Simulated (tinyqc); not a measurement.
Inductance and parasitic capacitance from two readings.

Problem. A loss-free coil L in parallel with C shows the apparent inductance L/(1 - w^2 L C), w = 2 pi f. Find L, C and the self-resonance 1/(2 pi sqrt(L C)).

apparent inductance at 2.6 and 5.3 GHz (nH): 2.6590773  5.2407088

Answer. The inverse of the reading is 1/L - w^2 C, a straight line in w^2.

L = 2.300 nH
C = 220.0 fF
self-resonance = 7.075 GHz

Program tinyqc, `OMP_NUM_THREADS=1 python tinyqc.py 2302156 2302157 out.jsonl`; Intel Xeon 2.30GHz, shared host, one thread, about 0.01 s.
